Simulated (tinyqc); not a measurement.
Inside a calculation. Method: tight binding, dimerised chain. One step of it, computed by the program tinyqc.

Task: Open chain of 4 cells. The same hoppings without the wrap-around bond.

H of the open chain (eV):
```
[[0.920000, -0.900000, 0.000000, 0.000000, 0.000000, 0.000000, 0.000000, 0.000000],
 [-0.900000, -0.920000, -2.220000, 0.000000, 0.000000, 0.000000, 0.000000, 0.000000],
 [0.000000, -2.220000, 0.920000, -0.900000, 0.000000, 0.000000, 0.000000, 0.000000],
 [0.000000, 0.000000, -0.900000, -0.920000, -2.220000, 0.000000, 0.000000, 0.000000],
 [0.000000, 0.000000, 0.000000, -2.220000, 0.920000, -0.900000, 0.000000, 0.000000],
 [0.000000, 0.000000, 0.000000, 0.000000, -0.900000, -0.920000, -2.220000, 0.000000],
 [0.000000, 0.000000, 0.000000, 0.000000, 0.000000, -2.220000, 0.920000, -0.900000],
 [0.000000, 0.000000, 0.000000, 0.000000, 0.000000, 0.000000, -0.900000, -0.920000]]
```

Give: levels; weights of the highest filled level on the sites.

Result:

levels (eV): [-3.091, -2.637, -2.014, -0.921, 0.921, 2.014, 2.637, 3.091]

weights of the highest filled level on the sites: [0.001, 0.003, 0.000, 0.022, 0.000, 0.137, 0.000, 0.838]

The bulk gap runs from -1.6090 to 1.6090 eV; 2 level(s) of this chain lie inside it: end states, which need the weaker bond inside the cell and a chain longer than their decay length.
